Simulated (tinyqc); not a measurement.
Adding atomic layers: valley splitting of a silicon quantum well in envelope theory.

The well lies at 0 < z < L; U(z) = V0 [1/(1 + exp(z/w)) + 1/(1 + exp((L - z)/w))] - e F z, 1 mV/nm = 1e-4 eV/angstrom. The envelope psi solves -(c/ml) psi'' + U psi = E psi, c = hbar^2/2m0, by three-point differences on a grid of 0.1 angstrom from -40 to L + 40 angstrom. The two valleys at +/- k0 couple through D = C0 times the integral of exp(-i q z) U(z) psi^2, q = 2 k0 (2 pi/a), and split by Ev = 2|D|.

Constants: hbar^2/2m0 = 3.80998211 eV angstrom^2.

Parameters, chosen for this exercise (near those of a strained Si well in SiGe; the results hold for these values, not for the real material):
- V0 = 0.17 eV (conduction offset)
- ml = 0.901 m0 (mass along z)
- F = 3.3 mV/nm (field pressing towards the upper interface)
- k0 = 0.849 2 pi/a (valley position)
- a = 5.431 angstrom (lattice constant)
- C0 = 0.272 (Bloch overlap factor)
- Ls = (62, 63.4, 64.7, 66.1, 67.4, 68.8, 70.1, 71.5) angstrom (widths in steps of one atomic layer, a/4, rounded to the grid)
- F2 = 1 mV/nm (second field, zero or weak)
- w1 = 0.5 angstrom (interface width for this table)

The smooth splitting Ev = 2|D| with w = w1, at the field F2 and at F.

Results:

| L (angstrom) | q L mod 2 pi | Ev at F2 (micro-eV) | Ev at F (micro-eV) |
|---|---|---|---|
| 62.0 | 2.41 | 21.4 | 31.8 |
| 63.4 | 5.16 | 31.0 | 37.9 |
| 64.7 | 1.44 | 8.63 | 26.1 |
| 66.1 | 4.19 | 30.3 | 37.0 |
| 67.4 | 0.46 | 12.8 | 27.4 |
| 68.8 | 3.21 | 23.6 | 32.5 |
| 70.1 | 5.76 | 20.6 | 30.8 |
| 71.5 | 2.23 | 14.0 | 27.7 |

What can be read from this table?

At F2 the splitting swings between 8.63 and 31 micro-eV, a ratio of 3.6, as the two interfaces add with the phase q L, which advances on average by 2.67 rad a layer. At F the ratio is 1.46, where in the first row psi^2 at the upper interface is 4.31 times that at the lower one: the field unbalances the two contributions, which fills in the minima.

(tinyqc, `OMP_NUM_THREADS=1 python tinyqc.py 1282795 1282796 out.jsonl`, Intel(R) Xeon(R) Processor @ 2.30GHz, 1 thread, shared host, about 0.09 s.)
